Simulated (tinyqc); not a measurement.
# A double barrier with mass mismatch, transfer matrices: resonance against the width of both barriers

One electron of energy E comes from the left lead (band edge 0); no transverse momentum. Parabolic bands, masses in units of m0, C = hbar^2/(2 m0); psi and psi'/m are continuous at every interface. Barrier d1, well Lw, barrier d2; the right lead equals the left one.

Both barriers are given the width d1. For the pair (psi, psi'/m) a flat layer has M = [[cos kd, (m/k) sin kd], [-(k/m) sin kd, cos kd]] with k = sqrt(m (E - U)/C) above its edge U, and M = [[cosh Kd, (m/K) sinh Kd], [(K/m) sinh Kd, cosh Kd]] with K = sqrt(m (U - E)/C) below it. The matrices are multiplied with later layers to the left. With M acting on (psi, psi'/m) and v = k/m in each lead, T(E) = 4 vL vR/[(vL vR M12 - M21)^2 + (vR M11 + vL M22)^2]. The lowest resonance is the first maximum of T(E); its width is the full width at half maximum, and tau = hbar/width.

Inputs (values chosen for the exercise); masses and offsets close to those of InGaAs wells and InP barriers:
- mL = 0.042 m0 (mass in the left lead)
- U1 = 0.23 eV (barrier height)
- m1 = 0.08 m0 (barrier mass)
- Lw = 8.8 nm (well width (edge 0, mass mL))

Constants: q = 1.602176634e-19 C, hbar = 1.054571817e-34 J s, m0 = 9.1093837015e-31 kg, hbar^2/(2 m0) = 0.0380998212 eV nm^2. Results are converted to the units shown.

The same in every row: peak T(E) = 1.000.

Resonance against the width of both barriers:
```
d1 (nm)  E_r (eV)  width (meV)  tau (fs)
2.16      0.04331        6.819     96.52
2.88      0.04407        2.732     241.0
3.6       0.04439        1.109     593.5
4.32      0.04452       0.4515      1458
5.04      0.04457       0.1839      3579
5.76      0.04459      0.07491      8787
6.48      0.04460      0.03051   2.158e4
```

The width falls from 6.82 to 0.0305 meV and tau rises from 96.5 to 21600 fs, while the peak T(E) stays at 1 for this symmetric structure. Between the last two rows ln(width) falls by 1.25 a nanometre, against 2K = 1.25 1/nm at E_r.

Computed by the program tinyqc: `OMP_NUM_THREADS=1 python tinyqc.py 2560031 2560032 out.jsonl`, one thread of a shared Intel Xeon 2.30GHz, about 0.06 s for the whole run.
